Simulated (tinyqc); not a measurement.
Capacitance measurement on a leaky thin oxide: effects of series resistance and leakage: one step of the calculation.

The device is a capacitance C in parallel with a leakage conductance G, in series with Rs and Ls. An impedance meter reports either a parallel pair (Cp, Gp) from Y = 1/Z = Gp + i w Cp or a series pair (Cs, Rm) from Z = Rm + 1/(i w Cs); w = 2 pi f, dissipation D = Gp/(w |Cp|).

Question. True capacitance and conductance. EOT = 3.9 tox/eox; CET = EOT + zc + zp; C = 3.9 eps0 A/CET; G = Jg A/Vs.

Inputs (values chosen for the exercise); values of the order met in thin-oxide MOS capacitors:
- eox = 21.5 (relative permittivity of the gate insulator (close to hafnium oxide))
- tox = 5.4 nm (insulator thickness)
- A = 100 um^2 (gate area)
- zc = 0.3 nm (oxide-equivalent thickness added by the accumulation layer)
- zp = 0 nm (oxide-equivalent thickness added by gate depletion)
- Jg = 1.7 A/cm^2 (gate leakage current density, not matched to the thickness)
- Vs = 0.3 V (voltage for an e-fold rise of the leakage)

Constants: eps0 = 8.8541878128e-14 F/cm where lengths are in cm. Results are converted to the units shown.

Find: EOT; CET; C; G.

Answer.

EOT = 0.9795 nm
CET = 1.280 nm
C = 2.699 pF
G = 5.667 uS

tinyqc, about 0.01 s, one thread, Intel Xeon 2.30GHz (shared host): `OMP_NUM_THREADS=1 python tinyqc.py 2022179 2022180 out.jsonl`
